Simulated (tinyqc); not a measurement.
Inside a calculation. Method: extended Hueckel theory, for H4. One step of it, computed by the program tinyqc.

Question. Orbitals. Solve H C = S C e through S^(-1/2); fill by pairs from the bottom, a degenerate level sharing its electrons equally; each orbital has its largest coefficient positive (the first on a tie).

H (eV), lower triangle:
```
            1H 1s       2H 1s       3H 1s       4H 1s
1H 1s  -13.600000
2H 1s  -11.761481  -13.600000
3H 1s   -3.579200  -13.975327  -13.600000
4H 1s   -0.663337   -3.585057  -11.776105  -13.600000
```

overlap S, lower triangle:
```
          1H 1s     2H 1s     3H 1s     4H 1s
1H 1s  1.000000
2H 1s  0.494180  1.000000
3H 1s  0.150387  0.587199  1.000000
4H 1s  0.027871  0.150633  0.494794  1.000000
```

valence electrons = 4

Give: orbital energies; occupations; coefficients; sum of one-electron energies.

Answer.

orbital energies (eV): -18.7268  -14.8194  -6.9271  17.1400

occupations: 2.0000  2.0000  0.0000  0.0000

coefficients:
```
          MO1      MO2      MO3      MO4
1H 1s  0.2734   0.5994   0.7603   0.6079
2H 1s  0.4168   0.2852  -0.4997  -1.2787
3H 1s  0.4170  -0.2849  -0.4984   1.2798
4H 1s  0.2738  -0.5988   0.7603  -0.6094
```

sum of one-electron energies = -67.0924 eV
